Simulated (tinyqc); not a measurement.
Reflectance at normal incidence against thickness.

Normal incidence on air, film (n1) and substrate (N2 = n2 - i k2): r01 = (1 - n1)/(1 + n1), r12 = (n1 - N2)/(n1 + N2), amplitude (r01 + r12 X)/(1 + r01 r12 X), X = exp(-4 pi i n1 d/lam), R its squared modulus, phase from 0 to 360 degrees.

Parameters, values chosen for the exercise:
```
symbol  value  unit                                  meaning
lam     632.8    nm                               wavelength
n1      2.041                  index of the transparent film
n2      3.882                         index of the substrate
k2      0.019        extinction coefficient of the substrate
```

Result of one run:

| d (nm) | R (%) | phase of the reflected amplitude (degrees) |
|---|---|---|
| 40 | 20.17 | 142.4 |

What becomes of these results when the film thickness d is changed from 40 to 0 nm, all else the same?

Result of the changed run:

| d (nm) | R (%) | phase of the reflected amplitude (degrees) |
|---|---|---|
| 0 | 34.85 | 179.8 |

The whole series:

| d (nm) | R (%) | phase of the reflected amplitude (degrees) |
|---|---|---|
| 0 | 34.85 | 179.8 |
| 20 | 31.06 | 161.9 |
| 40 | 20.17 | 142.4 |
| 60 | 6.054 | 121.9 |
| 80 | 0.2790 | 224.4 |
| 100 | 9.595 | 233.0 |
| 120 | 23.67 | 212.2 |
| 140 | 32.80 | 193.2 |
| 160 | 34.60 | 175.5 |

R goes from 34.9 through a minimum of 0.279 (at d = 80 nm among the rows listed) to 34.6 %. At a quarter wave, d = 77.5 nm, R = 0.125 %; for a transparent substrate it would vanish for n1 = sqrt(n2) = 1.97.

Computed by the program tinyqc: `OMP_NUM_THREADS=1 python tinyqc.py 2870215 2870216 out.jsonl`, one thread of a shared Intel Xeon 2.30GHz, about 0.3 s for the whole run.
